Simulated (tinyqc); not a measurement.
## Barrier and mass from two Fowler-Nordheim currents

Question. Fowler-Nordheim tunnelling through a dielectric follows J = A F^2 exp(-B/F), A = q^2 me/(16 pi^2 hbar m1 phi1) (A/V^2 with phi1 in volts), B = (4/3) sqrt(m1/C) phi1^1.5 (V/nm), C = hbar^2/(2 m0). Find B, A, phi1 and m1.

Values chosen for this exercise:
```
symbol,value,unit,meaning
me,0.42,m0,emitter mass in the supply function
```

Constants: q = 1.602176634e-19 C, hbar = 1.054571817e-34 J s, m0 = 9.1093837015e-31 kg, hbar^2/(2 m0) = 0.0380998212 eV nm^2. Results are converted to the units shown.

J at F = 0.76 and 1.18 V/nm (A/cm^2): 43408.794  1.6537912e6

Answer. The slope of ln(J/F^2) against 1/F is -B and the intercept gives A. A fixes the product m1 phi1, and B = (4/3) phi1 sqrt(m1 phi1/C) then gives phi1.

B = 5.894 V/nm
A = 1.754e-6 A/V^2
phi1 = 1.420 eV
m1 = 0.2600 m0

Numbers from tinyqc (`OMP_NUM_THREADS=1 python tinyqc.py 2540007 2540008 out.jsonl`; about 0.01 s on one thread of a shared Intel Xeon 2.30GHz).
